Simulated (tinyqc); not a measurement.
Pressure series at fixed power: global model of a low-pressure process discharge: electron temperature, density, ion flux and ion energy. Computed by tinyqc, a small Python program. Command: `OMP_NUM_THREADS=1 python tinyqc.py 3110057 3110058 out.jsonl plasma walk`. One thread of a shared host (Intel(R) Xeon(R) Processor @ 2.30GHz), about 0.01 s of CPU time with the checks.

Maxwellian electrons with temperature T_e in eV, one positive ion, no negative ions, uniform bulk density n; rate constants have the Arrhenius form.

Inputs (values chosen for the exercise, of the order of those of an inductive discharge in a simple atomic gas):
```
quantity                      value   unit
ion mass M                       40      u
ionisation prefactor K0     5.6e-14  m^3/s
ionisation energy E_iz         13.6     eV
excitation prefactor X0     9.8e-15  m^3/s
excitation energy E_ex         10.8     eV
elastic rate constant K_el  8.2e-14  m^3/s
ion-neutral cross section   8.8e-19    m^2
gas temperature T_g             300      K
radius R                        8.2     cm
height L                        8.9     cm
absorbed power P                430      W
```

Constants: k_B = 1.380649e-23 J/K; e = 1.602176634e-19 C; u = 1.6605390666e-27 kg; m_0 = 9.1093837015e-31 kg.

Method:
- n_g = p/(k_B T_g), lambda_i = 1/(n_g sigma), K_iz = K0 exp(-E_iz/T_e), h_L = 0.86/sqrt(3 + L/(2 lambda_i)), h_R = 0.8/sqrt(4 + R/lambda_i), A_eff = 2 pi R^2 h_L + 2 pi R L h_R and d_eff = pi R^2 L/A_eff follow p.
- Particle balance: K0 exp(-E_iz/T_e) n_g d_eff = u_B, u_B = sqrt(e T_e/M).
- E_c = E_iz + (X0 exp(-E_ex/T_e) E_ex + K_el (3 m_0/M) T_e)/K_iz; E_T = E_c + (5/2) T_e + (T_e/2) ln(M/(2 pi m_0)); n = P/(e u_B A_eff E_T); J = e h_L n u_B. Pressures without a root below 2 E_iz are left out.

Against pressure:
```
p (Pa)  T_e (eV)  E_c (eV)  E_T (eV)  n (1/cm^3)  J (mA/cm^2)
0.1       4.3101    17.225    48.170  5.1427e+11       11.503
0.2       3.3187    18.006    41.833  7.5994e+11       13.396
0.5       2.5201    19.375    37.468  1.2437e+12       15.199
1.0       2.1166    20.774    35.970  1.8122e+12       15.987
2.0       1.8172    22.618    35.665  2.6335e+12       16.231
5.0       1.5269    26.107    37.069  4.2070e+12       15.690
10.0      1.3612    30.174    39.947  5.7693e+12       14.585
20.0      1.2280    36.858    45.674  7.4620e+12       12.767
```

What does the comparison show, and why?

T_e falls from 4.31 to 1.23 eV, n changes by a factor 14.5 and J by 1.11; in J = P h_L/(A_eff E_T), E_T changes by a factor 0.95 and is least at 2 Pa, between wall losses at high T_e and excitation losses at low T_e.

Extremes, crossings and ranges named in words are read from the listed rows.
